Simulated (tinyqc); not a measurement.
Epitaxial growth on a vicinal surface: Burton-Cabrera-Frank step flow, step-edge barrier and island nucleation: one step, computed by the program tinyqc. Command: `OMP_NUM_THREADS=1 python tinyqc.py 3016036 3016037 out.jsonl stepflow walk`. One thread of a shared host (Intel(R) Xeon(R) Processor @ 2.30GHz), about 0.04 s of CPU time with the checks.

Adatoms land at rate F, hop on a square grid (a simplification for hexagonal faces), desorb, or join steps. Lengths are in units of a and n is the adatom coverage. Steps ascend at x = 0 and descend at x = l.

Task: Terrace solution. D n'' - n/tau + F = 0 with n(0) = n_eq and -l_s n'(l) = n(l) - n_eq. With u = n - F tau, A = n_eq - F tau, y = l/x_s, s = l_s/x_s: u = A cosh(x/x_s) + B sinh(x/x_s), B = A (1 - cosh y - s sinh y)/(sinh y + s cosh y). Flux into the ascending step J+ = D B/x_s, over the descending one J- = -(D/x_s)(A sinh y + B cosh y); step velocity J+ + J-; growth rate (J+ + J-)/l. For small y: J+ + J- = (F - n_eq/tau) l, J-/J+ = l/(l + 2 l_s). The coverage peaks where n' = 0, tanh(x/x_s) = -B/A.

Inputs (values chosen for the exercise, close to those used for GaN(0001)): deposition rate F = 0.16 layers/s; temperature T = 820 C; critical nucleus size i = 1.

D = 2.935002e+07 a^2/s

lifetime tau = 4.431654 s

diffusion length x_s = 11404.79 a

equilibrium coverage n_eq = 5.549170e-06

terrace width l = 232.5948 a

Schwoebel length l_s = 5.758631 a

Give: J+; J-; growth rate; peak coverage; position of the peak.

Result:

J+ = 19.06 atoms per step site and s

J- = 18.16 atoms per step site and s

growth rate = 0.1600 layers/s

peak coverage = 4.422e-05

position of the peak = 119.1 a

Caution: twice the distance from the ascending step to the coverage peak exceeds the expected island spacing [0.25 (F/D)^(i/(i+2)) exp(E_i/((i+2) k_B T))]^(-1/2) by 40 % or more, so islands nucleate and the step-flow values are formal.
